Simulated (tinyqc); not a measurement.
Arrhenius plot: admittance spectroscopy and thermally stimulated current of one trap level in a depletion layer. Computed by tinyqc, a small Python program. Command: `OMP_NUM_THREADS=1 python tinyqc.py 3112154 3112155 out.jsonl admit walk`. One thread of a shared host (Intel(R) Xeon(R) Processor @ 2.30GHz), about 0.01 s of CPU time with the checks.

A Schottky junction on n-type material holds one donor-like electron trap; shallow donors are fully ionised and abrupt depletion edges are assumed.

Inputs (values chosen for the exercise, modelled on n-type germanium):
```
quantity,value,unit
density-of-states mass m,0.567,m_0
shallow doping N,5.8e+16,1/cm^3
trap depth E_t below the band,0.264,eV
capture cross section sigma,1.8e-16,cm^2
test frequency f,2000,Hz
```

Constants: k_B = 1.380649e-23 J/K; m_0 = 9.1093837015e-31 kg; h = 6.62607015e-34 J s; k_B = 8.617333262e-05 eV/K.

Method:
- N_c = 2 (2 pi m k_B T/h^2)^(3/2), v_th = sqrt(3 k_B T/m), emission rate e_n = sigma v_th N_c exp(-E_t/(k_B T)).
- Where the level crosses the Fermi level capture equals emission, so the trap follows the signal with the rate 2 e_n; G/omega peaks at omega = 2 e_n (the correction for large N_t/N is left out).
- Solve 2 e_n(T_p) = 2 pi f.
- T_p for 0.1, 0.3, 1, 3 and 10 f; least-squares lines of ln(e_n/T^2) and of ln(e_n) against 1/(k_B T), e_n = pi f; sigma = exp(intercept)/(v_th N_c/T^2).

peak temperature T_p = 209.067 K

Peaks:
```
f (Hz),T_p (K),1/(k_B T) (1/eV),ln(e_n/T^2),ln(e_n)
200,183.50,63.240,-3.9814,6.443
600,194.92,59.536,-3.0035,7.542
2000,209.07,55.506,-1.9397,8.746
6000,223.77,51.860,-0.9770,9.844
20000,242.26,47.901,0.0682,11.048
```

depth from e_n/T^2 = 0.264 eV

cross section from the intercept = 1.80e-16 cm^2

depth without the T^2 = 0.30017 eV

What follows from these numbers?

Leaving out T^2 adds 36 meV, near 2 k_B T_p = 36 meV.

Extremes, crossings and ranges named in words are read from the listed rows.
